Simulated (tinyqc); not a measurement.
## Well width and field from level and shift

Inverse problem. An infinitely deep well has E_1(0) = C (pi/L)^2/m1, C = hbar^2/(2 m0), and in a field F (potential zero at the centre of the well) the second-order term of the shift is -m1 F^2 L^4 (15 - pi^2)/(48 C pi^4); higher orders are set aside. Find L and F.

Inputs (values chosen for the exercise):
```
symbol  value  unit  meaning
m1      0.041    m0     mass
```

Constants: q = 1.602176634e-19 C, hbar = 1.054571817e-34 J s, m0 = 9.1093837015e-31 kg, hbar^2/(2 m0) = 0.0380998212 eV nm^2. Results are converted to the units shown.

E_1(0) = 0.023632321 eV
second-order shift of level 1 = -9.2193636 meV

Answer. The level gives L, and the shift then gives F^2.

L = 19.7 nm
F = 0.00720 V/nm

Numbers from tinyqc (`OMP_NUM_THREADS=1 python tinyqc.py 2580130 2580131 out.jsonl`; about 0.03 s on one thread of a shared Intel Xeon 2.30GHz).
